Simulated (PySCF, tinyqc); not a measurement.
RKS/B3LYP (VWN-RPA form) in the sto-6g basis, for H3-, spin multiplicity 1, step by step. The basis has no diffuse functions, so it cannot describe the extra electron: this is an exercise in the method, not the real anion. The lowest restricted solution is unstable here: a spin-polarised one lies 0.0866 hartree lower (PySCF). Computed by tinyqc, a small Python program that keeps every step (integrals from PySCF). Settings: charge = -1, multiplicity = 1, basis = sto-6g, energy threshold = 1e-08, iteration cap = 65, orthogonalisation = canonical, start = highest core orbitals, DIIS depth = 3, method = RKS, functional = b3lyp, grid = [15, 14]. Command: `OMP_NUM_THREADS=1 python tinyqc.py 22764 22765 out.jsonl` (the two numbers bound the seeds that draw the settings). One thread of a shared host (Intel(R) Xeon(R) Processor @ 2.60GHz), about 2 s of CPU time with the checks.

Geometry (angstrom):
```
atom       x       y       z
H     0.0000  0.0000  0.0000
H     0.0000  0.0000  1.1070
H     0.0000  0.9770  0.5210
```

Stop when the energy changes by less than 1e-08 hartree and every element of the error matrix X^T (F D S - S D F) X is below 3e-05.

Course of the cycle:
```
iteration  E (hartree)     change  largest element of the error matrix
1            -0.058066          -                             1.24e-03
2            -0.998013  -9.40e-01                             2.47e-01
3            -0.997755   2.58e-04                             2.48e-01
4            -1.003120  -5.37e-03                             2.24e-01
5            -0.984175   1.89e-02                             1.26e-01
6            -0.915466   6.87e-02                             2.84e-01
7            -0.849139   6.63e-02                             3.45e-01
8            -0.980724  -1.32e-01                             4.79e-02
9            -0.819556   1.61e-01                             3.71e-01
10           -0.806619   1.29e-02                             3.89e-01
11           -0.809927  -3.31e-03                             4.12e-01
12           -0.852310  -4.24e-02                             3.58e-01
13           -0.868836  -1.65e-02                             4.49e-01
14           -0.960333  -9.15e-02                             1.16e-01
...                ...        ...                                  ...
52           -0.590705   3.01e-01                             4.94e-01
53           -0.898146  -3.07e-01                             2.90e-01
54           -0.846916   5.12e-02                             3.41e-01
55           -0.802785   4.41e-02                             3.92e-01
56           -0.924188  -1.21e-01                             2.19e-01
57           -1.007219  -8.30e-02                             1.78e-01
58           -0.866947   1.40e-01                             3.32e-01
59           -0.870628  -3.68e-03                             3.31e-01
60           -0.932096  -6.15e-02                             1.78e-01
61           -0.838585   9.35e-02                             4.96e-01
62           -0.936469  -9.79e-02                             3.72e-01
63           -0.978700  -4.22e-02                             5.01e-02
64           -0.787794   1.91e-01                             4.07e-01
65           -0.733510   5.43e-02                             4.33e-01
```

Can the last value be used, and what does the course show?

Not by the stop rule. Not converged within the cap of 65 iterations: the residual wanders without falling. Reruns (cap 100 unless said): DIIS 8: not converged; damping 0.5: not converged; level shift 0.5: converged in 17; atomic densities as start, DIIS 8: converged in 21; the original settings with a cap of 400: not converged. PySCF RKS in the same basis, fine grid = -0.515468 hartree, which differs from a converged run on this coarse grid by the grid error.
